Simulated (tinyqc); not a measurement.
Error of the time step: velocity overshoot from momentum and energy balance equations after a field step. Computed by tinyqc, a small Python program. Command: `OMP_NUM_THREADS=1 python tinyqc.py 3003846 3003847 out.jsonl overshoot walk`. One thread of a shared host (Intel(R) Xeon(R) Processor @ 2.30GHz), about 0.02 s of CPU time with the checks.

At t = 0 the field jumps from 0 to F in a uniform sample. v is the drift velocity and u = w - (3/2) k_B T the excess energy per carrier.

Inputs (values chosen for the exercise, modelled on electrons in germanium except for tau_E):

| quantity | value | unit |
|---|---|---|
| effective mass m | 0.11 | m_0 |
| low-field mobility mu_0 | 3500 | cm^2/(V s) |
| saturation velocity v_s | 0.61 | 1e7 cm/s |
| energy relaxation time tau_E | 0.31 | ps |
| field after the step F | 1.4 | kV/cm |
| lattice temperature T | 300 | K |
| time step dt | 15 | fs |

Scheme: explicit Euler.

Constants: m_0 = 9.1093837015e-31 kg; e = 1.602176634e-19 C; k_B = 8.617333262e-05 eV/K.

Method:
- dv/dt = e F/m - v/tau_m(u), du/dt = e F v - u/tau_E, tau_m(u) = tau_0/(1 + c u), tau_0 = m mu_0/e, c = mu_0/(e tau_E v_s^2); this choice gives the steady state v (1 + mu_0 F v/v_s^2) = mu_0 F, which saturates at v_s. Steady velocity v = 2 mu_0 F/(1 + sqrt(1 + 4 (mu_0 F/v_s)^2)); u = e F v tau_E; carrier temperature T + 2u/(3 k_B), neglecting the drift energy m v^2/2.
- Step: v_new = v + dt (e F/m - v/tau_m(u)), u_new = u + dt (e F v - u/tau_E). Start v = u = 0; the distance adds dt (v + v_new)/2.
- The peak velocity is recomputed with dt/2 and dt/4 and by an adaptive Runge-Kutta method (tolerance 1e-9).

tau_0 = 218.897 fs

acceleration e F/m = 0.00223850 1e7 cm/s per fs

c = 303.422 1/eV

steady velocity = 0.338824 1e7 cm/s

Peak velocity:

| step | v_peak (1e7 cm/s) | error (%) |
|---|---|---|
| dt | 0.37247 | 0.80642 |
| dt/2 | 0.37093 | 0.38830 |
| dt/4 | 0.37020 | 0.19062 |
| adaptive | 0.36949 | 0.00000 |

What does the comparison show, and why?

The explicit scheme puts the peak 0.81 % too high; halving dt divides the error by 2.08, as a first-order method should.

Extremes, crossings and ranges named in words are read from the listed rows.
